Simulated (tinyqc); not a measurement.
Inside a calculation. Model: mobility of a non-polar semiconductor in the relaxation-time approximation. Computed by tinyqc, a small Python program that keeps every step. Command: `OMP_NUM_THREADS=1 python tinyqc.py 3027131 3027132 out.jsonl rta walk`. One thread of a shared host (Intel(R) Xeon(R) Processor @ 2.30GHz), about 0.01 s of CPU time with the checks. Intermediate numbers are printed to about 6 digits and carried at full precision; extremes and crossings named in words are read from the listed rows.

Each valley is treated as a sphere of mass m_d for states and rates, with one isotropic relaxation time; the conductivity mass m_c sets the current.

Inputs (values chosen for the exercise, modelled on holes in germanium):
```
quantity,value,unit
longitudinal mass m_l,0.302,m_0
transverse mass m_t,0.302,m_0
equivalent valleys Z,1,-
non-parabolicity alpha,0.28,1/eV
static permittivity eps_s,16,-
density rho,5323,kg/m^3
sound velocity v_l,5360,m/s
acoustic deformation potential D_A,4.6,eV
phonon energy hbar w,36.7,meV
optical or intervalley deformation potential D_o,8.8,1e8 eV/cm
final valleys Z_f,1,-
carrier density n,1.7e+16,1/cm^3
compensation ratio C,0.33,-
temperature T,300,K
neutral impurity density N_n,5.5e+15,1/cm^3
```

Band: Kane. Impurity formula: Conwell-Weisskopf. Further scattering: neutral impurities.

Constants: k_B = 8.617333262e-05 eV/K; m_0 = 9.1093837015e-31 kg; e = 1.602176634e-19 C; hbar = 1.054571817e-34 J s; eps_0 = 8.8541878128e-12 F/m; k_B = 1.380649e-23 J/K; hbar = 6.582119569e-16 eV s.

## Masses

m_d = (m_l m_t^2)^(1/3); 1/m_c = (1/m_l + 2/m_t)/3; Hall mass factor A = 3 K_m (K_m + 2)/(2 K_m + 1)^2, K_m = m_l/m_t; N_I = n (1 + C)/(1 - C).

density-of-states mass m_d = 0.302 m_0

conductivity mass m_c = 0.302 m_0

Hall mass factor A = 1

ionised impurity density N_I = 3.37463e+16 1/cm^3

## Fermi level and screening

Kane band: hbar^2 k^2/(2 m) = E (1 + alpha E), speed v = hbar k/(m (1 + 2 alpha E)), states per spin, volume and energy g(E) = m k (1 + 2 alpha E)/(2 pi^2 hbar^2); overlap factors are set to 1. Here m = m_d. Masses are multiplied by m_0 and all formulas are in SI units. The reduced Fermi level eta = E_F/(k_B T) solves n = 2 Z int g f dE with f = 1/(1 + exp(x - eta)) (Z = 1 unless valleys are given); screening length L_s = sqrt(eps_s eps_0 k_B T/(e^2 dn/deta)), dn/deta = 2 Z int g f (1 - f) dE. Integrals over x = E/(k_B T) use 160 Gauss-Legendre points in u = sqrt(x) from 0 to sqrt(max(eta, 0) + 32).

reduced Fermi level eta = -5.52675

screening length L_s = 36.6946 nm

The gas is non-degenerate (eta < -2), and L_s is close to the Debye length.

## Rates at a few energies

Phonon occupation N_q = 1/(exp(hbar w/(k_B T)) - 1). Acoustic deformation potential (elastic, equipartition, absorption and emission together): 1/tau = 2 pi k_B T D_A^2 g(E)/(hbar rho v_l^2). Optical or intervalley deformation potential: 1/tau = (pi Z_f D_o^2/(rho w)) [N_q g(E + hbar w) + (N_q + 1) g(E - hbar w)], with g = 0 below the band edge. Each optical term is multiplied by (1 - f(E'))/(1 - f(E)), E' the final energy, for Pauli blocking. Singly charged impurities, momentum relaxation: 1/tau = N_I e^4 m (1 + 2 alpha E) Phi/(8 pi (eps_s eps_0)^2 hbar^3 k^3), with alpha = 0 for a parabolic band. Conwell-Weisskopf: Phi = ln(1 + y^2), y = 4 pi eps_s eps_0 E N_I^(-1/3)/e^2 (largest impact parameter N_I^(-1/3)/2). Neutral impurities (Erginsoy): 1/tau = 20 N_n a_B hbar/m, a_B = 4 pi eps_s eps_0 hbar^2/(m e^2).

Rates (1e12/s) at E = (max(eta, 0) + 0.5, 1, 2, 4) k_B T:
```
E (meV),acoustic,optical,ionised impurity,neutral impurity
12.926,0.35478,0.54685,0.957959,0.118219
25.852,0.50626,0.61894,0.490261,0.118219
51.704,0.72878,1.95818,0.228576,0.118219
103.408,1.06718,3.62163,0.100887,0.118219
```

## Mobility for each process alone

mu = (m_d/m_c) (2 Z e/(3 n k_B T)) int g v^2 tau f (1 - f) dE. Averages over x are split at the emission threshold x_0 = hbar w/(k_B T): 64 Gauss-Legendre points in sqrt(x) below it and 128 in sqrt(x - x_0) above it, up to x = max(eta, 0) + 32.

acoustic mobility = 8218.92 cm^2/(V s)

optical mobility = 4300.67 cm^2/(V s)

ionised impurity mobility = 33505.1 cm^2/(V s)

neutral impurity mobility = 47547.2 cm^2/(V s)

## All processes together

Rates are added at each energy before the average. With <y> = int g v^2 y f (1 - f) dE: Hall factor r_H = A (3 n k_B T/(2 Z m_d)) <tau^2/(1 + 2 alpha E)>/<tau>^2 (alpha = 0 for a parabolic band); Hall mobility r_H mu; |S| = (k_B/e) (<x tau>/<tau> - eta); resistivity 1/(n e mu).

drift mobility mu = 1974.61 cm^2/(V s)

Hall factor r_H = 1.18620

Hall mobility = 2342.28 cm^2/(V s)

Seebeck coefficient |S| = 643.885 microvolt/K

resistivity = 0.185934 ohm cm

Taking r_H = 1 in a Hall measurement would give a density 0.843 times the true one. Caution: Erginsoy's formula holds for k a_B below about 0.5 and for dopants that stay neutral, which means low temperature; elsewhere it is only a rough constant rate.

## Matthiessen's rule against the full average

Matthiessen's rule adds 1/mu of the separate processes.

Separate mobilities:
```
process,mu (cm^2/(V s)),share of the sum of 1/mu (%)
acoustic,8218.9,30.0369
optical,4300.7,57.4029
ionised impurity,33505.1,7.3682
neutral impurity,47547.2,5.1921
```

mobility by Matthiessen's rule = 2468.71 cm^2/(V s)

excess of Matthiessen's rule over the full mu = 25.0225 %

The rule gives 2469 against the full 1975, 25.0 % too high; it can only overestimate, since each separate average is carried by the energies where that process is weak. The error is large because optical and acoustic scattering both carry weight and depend on energy in different ways.

Checks made by the program: the sum rule (2 Z/(3 k_B T)) int g v^2 (1 + 2 alpha E) f (1 - f) dE = n/m_d (relative difference below 1e-10).
